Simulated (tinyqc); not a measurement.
What moves the results: Shockley-Read-Hall recombination through one deep level. A value that a table varies takes the place of the one given here.

One level at Et with degeneracy 1: tn = 1/(sn vth Nt), tp = 1/(sp_ vth Nt), n1 = Nc exp((Et - Eg)/kT), p1 = Nv exp(-Et/kT), ni^2 = n1 p1. Equilibrium p0 = Nm, n0 = ni^2/Nm; n = n0 + dn, p = p0 + dn. U = (n p - ni^2)/(tp (n + n1) + tn (p + p1)), lifetime dn/U; emission rates en = sn vth n1, ep = sp_ vth p1.

Constants: kB = 8.617333262e-05 eV/K.

Inputs chosen for the exercise (gap and densities of states near those of Si at this temperature; shifted at random, so the results belong to these values and not to a real crystal):

| symbol | value | unit | meaning |
|---|---|---|---|
| E1 | 0.492 | eV | level (0/-1) above Ev |
| E2 | 0.883 | eV | level (-1/-2) above Ev |
| gm | 2 |  | degeneracy of the middle state, the others 1 |
| T | 250 | K |  |
| Eg | 1.133 | eV | gap |
| Nc | 2.09e+19 | 1/cm^3 | conduction-band density of states |
| Nv | 8.67e+18 | 1/cm^3 | valence-band density of states |
| Et | 0.492 | eV | recombination level above Ev |
| Nt | 2.5e+13 | 1/cm^3 | defects |
| sn | 2.6e-15 | cm^2 | electron capture cross-section |
| sp_ | 1.1e-14 | cm^2 | hole capture cross-section |
| vth | 12000000 | cm/s | thermal velocity, both carriers |
| Nm | 5.9e+16 | 1/cm^3 | equilibrium holes for the lifetime steps |
| dn | 1.6e+13 | 1/cm^3 | excess pairs |

## Charge state against the Fermi level (deep level with several charge states)

Energies from Ev. The defect has charge states 0, -1, -2 with weights 1, gm exp((EF - E1)/kT), exp((2 EF - E1 - E2)/kT); the shares are the weights over their sum. Boltzmann carriers: n = Nc exp((EF - Eg)/kT), p = Nv exp(-EF/kT). Neutrality: p - n + Nd + Nt <q> = 0.

Shares:

| EF (eV) | 0 | -1 | -2 | <q> |
|---|---|---|---|---|
| 0.068 | 1.000 | 0.000 | 0.000 | 0.000 |
| 0.159 | 1.000 | 0.000 | 0.000 | 0.000 |
| 0.249 | 1.000 | 0.000 | 0.000 | 0.000 |
| 0.340 | 0.998 | 0.002 | 0.000 | -0.002 |
| 0.431 | 0.895 | 0.105 | 0.000 | -0.105 |
| 0.521 | 0.115 | 0.885 | 0.000 | -0.885 |
| 0.612 | 0.002 | 0.998 | 0.000 | -0.998 |
| 0.702 | 0.000 | 1.000 | 0.000 | -1.000 |
| 0.793 | 0.000 | 0.992 | 0.008 | -1.008 |
| 0.884 | 0.000 | 0.656 | 0.344 | -1.344 |
| 0.974 | 0.000 | 0.028 | 0.972 | -1.972 |
| 1.065 | 0.000 | 0.000 | 1.000 | -2.000 |

What does this show?

Where the levels are several kT apart the middle state rules between about E1 - kT ln gm = 0.477 and E2 + kT ln gm = 0.898 eV; its largest share listed is 1.000. Each step spreads from 10 % to 90 % over 4.4 kT = 0.095 eV.

## Lifetime against injection

Recombination:

| dn (1/cm^3) | lifetime (microsecond) | U (1/(cm^3 s)) |
|---|---|---|
| 1.0e+11 | 1.282 | 7.80e+16 |
| 1.0e+12 | 1.282 | 7.80e+17 |
| 1.0e+13 | 1.282 | 7.80e+18 |
| 1.0e+14 | 1.283 | 7.80e+19 |
| 1.0e+15 | 1.287 | 7.77e+20 |
| 1.0e+16 | 1.326 | 7.54e+21 |
| 1.0e+17 | 1.473 | 6.79e+22 |
| 1.0e+18 | 1.568 | 6.38e+23 |

How do the results move?

The lifetime rises from 1.282 to 1.568 microsecond; tn + tp = 1.585. At low injection it is tn (1 + p1/p0) + tp n1/p0 with n1/Nm = 4.2e-11 and p1/Nm = 1.8e-08: re-emission is negligible, so minority capture alone counts. Auger and radiative paths are left out; they cut in at the highest injections, and in a doped direct-gap crystal the radiative one counts at all injections. dn = dp neglects trapped charge, which matters where the traps hold a charge comparable with dn, at low injection and with very unequal cross sections.

## Where a level does most harm

Et takes the values listed; G = Nt en ep/(en + ep) in a depleted region; the lifetime is for dn = 1e11 1/cm^3.

Results:

| Et (eV) | lifetime (microsecond) | G (1/(cm^3 s)) |
|---|---|---|
| 0.068 | 9.30 | 5.53e+03 |
| 0.159 | 1.40 | 3.78e+05 |
| 0.249 | 1.28 | 2.46e+07 |
| 0.340 | 1.28 | 1.68e+09 |
| 0.431 | 1.28 | 1.15e+11 |
| 0.521 | 1.28 | 7.43e+12 |
| 0.612 | 1.28 | 1.28e+13 |
| 0.702 | 1.28 | 2.02e+11 |
| 0.793 | 1.28 | 2.95e+09 |
| 0.884 | 1.28 | 4.32e+07 |
| 0.974 | 1.35 | 6.63e+05 |
| 1.065 | 5.85 | 9.71e+03 |

What does this show?

Generation peaks where en = ep, at Eg/2 + (kT/2) ln(sp_ Nv/(sn Nc)) = 0.573 eV; the largest value listed is at 0.612 eV, and G falls by a decade for each 0.050 eV away from the peak. The lifetime is within a factor 2 of its minimum, 1.28 microsecond, from 0.159 to 0.974 eV: recombination tolerates a wide range of Et, generation a narrow one.

## What moves lifetime and leakage

G = Nt en ep/(en + ep). Each row changes one parameter from the base and keeps the others.

Results:

| case | lifetime (microsecond) | G (1/(cm^3 s)) |
|---|---|---|
| base | 1.282 | 1.95e+12 |
| Et = 0.532 eV | 1.282 | 1.22e+13 |
| sn = 5.2e-15 cm^2 | 0.6411 | 3.90e+12 |
| sp_ = 2.2e-14 cm^2 | 1.282 | 1.95e+12 |
| Nt = 1.25e+13 1/cm^3 | 2.564 | 9.75e+11 |
| Nm = 1.77e+17 1/cm^3 | 1.282 | 1.95e+12 |
| dn = 4.8e+13 1/cm^3 | 1.282 | 1.95e+12 |

What can be read from the table?

The largest shifts from the base row, up to three for each result and ties (the steps differ in size, so this ranks the rows, not the parameters). lifetime (microsecond): Nt +1.28, sn -0.641; unchanged at the printed digits by Et, sp_, Nm and dn. G (1/(cm^3 s)): Et +1.03e+13, sn +1.95e+12, Nt -9.75e+11; unchanged at the printed digits by sp_, Nm and dn.

Run: tinyqc, `OMP_NUM_THREADS=1 python tinyqc.py 1651001 1651002 out.jsonl`; Intel(R) Xeon(R) Processor @ 2.30GHz, one thread, shared host; about 0.01 s of CPU time with all checks.
